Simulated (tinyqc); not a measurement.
Elastic strain and critical thickness of a cubic alloy layer A(1-x)B(x) on a thick substrate: one step, computed by the program tinyqc.

Strain is positive in tension. The layer is coherent with the substrate unless said otherwise.

Problem. Isotropic constants and the prefactor A. Voigt averages: G = (C11 - C12 + 3 C44)/5, B = (C11 + 2 C12)/3, nu = (3 B - 2 G)/(2 (3 B + G)); b = a/sqrt(2). Edge dislocation with b in the interface: cos alpha = 0, cos lambda = 1. Matthews-Blakeslee: h_c = A [ln(h_c/b) + 1], A = b (1 - nu cos^2 alpha)/(8 pi |f| (1 + nu) cos lambda), the factor 8 pi being that of an uncapped layer.

Growth plane: (001). Layer: uncapped. Misfit dislocation: edge.

elastic constants (GPa): C11 133.2840, C12 58.2836, C44 65.5575

free lattice constant a = 5.52574 angstrom

misfit f = 0.02303040

Give: shear modulus G; Poisson ratio nu; Burgers vector b; prefactor A.

Solution.

shear modulus G = 54.33458 GPa

Poisson ratio nu = 0.23207

Burgers vector b = 0.39073 nm

prefactor A = 0.54790 nm
